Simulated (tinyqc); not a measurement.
Capacitances against the distance to each plane.

Endless row of lines of width wl, height tl and space sl between grounded planes at distance hd; e2 fills the gaps beside the lines, e1 the rest. Laplace's equation is solved on meshes of 3, 6 and 12 steps per unit u and extrapolated (Aitken), which is good to about 0.2 %. C_even (all lines at 1 V) is the capacitance Cg to the planes; C_odd (neighbours in antiphase) = Cg + 4 Cc if only nearest neighbours couple, which defines Cc; total with quiet neighbours Cg + 2 Cc. Plate values 2 eps0 e1 wl/hd and eps0 e2 tl/sl.

Values chosen for this exercise: relative permittivity above and below the lines e1 = 2.4; relative permittivity between the lines e2 = 2; line width, in units u wl = 4 u; line height tl = 10 u; space between lines sl = 6 u.

Constants: eps0 = 8.8541878128e-12 F/m. Results are converted to the units shown.

The same in every row: plate Cc (aF/um) = 29.5.

Result of one run:
```
hd (u)	Cg (aF/um)	Cc (aF/um)	Cg + 2 Cc (aF/um)	C_odd (aF/um)	plate Cg (aF/um)	share of coupling, 2 Cc/(Cg + 2 Cc) (%)
5	74.7	31.9	139	202	34.0	46.1
```

What becomes of these results when the distance to each plane hd is changed from 5 to 6 u, all else the same?

Result of the changed run:
```
hd (u)	Cg (aF/um)	Cc (aF/um)	Cg + 2 Cc (aF/um)	C_odd (aF/um)	plate Cg (aF/um)	share of coupling, 2 Cc/(Cg + 2 Cc) (%)
6	63.5	33.9	131	199	28.3	51.6
```

The whole series:
```
hd (u)	Cg (aF/um)	Cc (aF/um)	Cg + 2 Cc (aF/um)	C_odd (aF/um)	plate Cg (aF/um)	share of coupling, 2 Cc/(Cg + 2 Cc) (%)
2	160	22.9	206	252	85.0	22.2
3	116	26.5	169	222	56.7	31.4
4	90.7	29.5	150	209	42.5	39.4
5	74.7	31.9	139	202	34.0	46.1
6	63.5	33.9	131	199	28.3	51.6
8	48.9	37.0	123	197	21.3	60.2
10	39.8	39.1	118	196	17.0	66.3
```

As hd goes from 2 to 10, Cg falls from 160 to 39.8 aF/um, Cc rises from 22.9 to 39.1 aF/um and the share of coupling rises from 22.2 to 66.3 %. Cg is 1.89 times its plate value in the first row and 2.34 times in the last; for Cc the ratios are 0.777 and 1.32. Neighbours in antiphase raise the load by a factor of 1.22 and 1.66 over quiet ones. For hd = 10 the planes are farther than 0.8 of the pitch, so second neighbours couple too and Cg + 2 Cc understates the quiet load by a per cent or more.

Numbers from tinyqc (`OMP_NUM_THREADS=1 python tinyqc.py 2790199 2790200 out.jsonl`; about 0.9 s on one thread of a shared Intel Xeon 2.30GHz).
